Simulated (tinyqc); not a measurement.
Worked calculation: coherent transport through a tight-binding region between two chains. Computed by tinyqc, a small Python program that keeps every step. Settings: temperature = 77, mu = 0.37. Command: `OMP_NUM_THREADS=1 python tinyqc.py 24102 24103 out.jsonl` (the two numbers bound the seeds that draw the settings). One thread of a shared host (Intel(R) Xeon(R) Processor @ 2.60GHz), about 0.07 s of CPU time with the checks.

## Transmission at E = 0.42 eV

H of the central region (eV):
```
           1          2          3          4          5
1   0.000000  -1.170000   0.000000   0.000000  -1.170000
2  -1.170000   0.560000  -1.170000   0.000000   0.000000
3   0.000000  -1.170000   0.560000  -1.170000   0.000000
4   0.000000   0.000000  -1.170000   0.560000  -1.170000
5  -1.170000   0.000000   0.000000  -1.170000   0.000000
```

Leads: semi-infinite chains with site energy 0:
```
parameter                           value
lead hopping t (eV)              2.380000
coupling to the left lead (eV)   0.970000
coupling to the right lead (eV)  1.170000
left contact site                       1
right contact site                      4
```

E = 0.420000 eV

Surface Green function g = (E - i sqrt(4 t^2 - E^2)) / (2 t^2); self-energy tc^2 g on each contact site; G = (E - H - Sigma)^(-1); Gamma = -2 Im Sigma; T = Gamma_L Gamma_R |G_LR|^2; local density of states -Im G_ii / pi.

g = 0.037074-0.418529i 1/eV

G (1/eV):
```
                     1                    2                    3                    4
1   0.331636-0.176311i   0.400311-0.129736i  -0.283736+0.160787i  -0.434262+0.148976i
2   0.400311-0.129736i   0.291306-0.109507i   0.489247+0.116633i  -0.232764+0.123463i
3  -0.283736+0.160787i   0.489247+0.116633i   0.342278-0.146831i   0.406410-0.134202i
4  -0.434262+0.148976i  -0.232764+0.123463i   0.406410-0.134202i   0.281394-0.139521i
5   0.285886+0.076150i  -0.466738+0.017476i  -0.341735-0.074059i   0.425847-0.026337i

                     5
1   0.285886+0.076150i
2  -0.466738+0.017476i
3  -0.341735-0.074059i
4   0.425847-0.026337i
5   0.398266-0.138764i
```

local density of states (1/eV): 0.056122  0.034857  0.046738  0.044411  0.044170

transmission = 0.190218

## Transmission across the band

The same steps on a grid of energies.

T(E):
```
E (eV)              T
-4.52200000  0.000062
-4.06980000  0.000375
-3.61760000  0.001503
-3.16540000  0.006394
-2.71320000  0.038491
-2.26100000  0.543618
-1.80880000  0.491466
-1.35660000  0.302768
-0.90440000  0.450117
-0.45220000  0.951452
0.00000000   0.457636
0.45220000   0.180754
0.90440000   0.113420
1.35660000   0.115285
1.80880000   0.242227
2.26100000   0.749411
2.71320000   0.000249
3.16540000   0.001952
3.61760000   0.000676
4.06980000   0.000199
4.52200000   0.000036
```

levels of the isolated region (eV): -2.048277  -0.418166  -0.344101  2.074101  2.416443

## Current

I = (2e/h) int T(E) [f(E - mu - V/2) - f(E - mu + V/2)] dE at 77 K with mu = 0.37 eV, the bias not changing H; 2e^2/h = 77.48092 microsiemens; the integral runs over the band on 4001 points.

Current:
```
V (volt)  I (microampere)
0.010000         0.160383
0.050000         0.802351
0.100000         1.607425
0.200000         3.236749
0.400000         6.652361
0.800000        14.839320
```
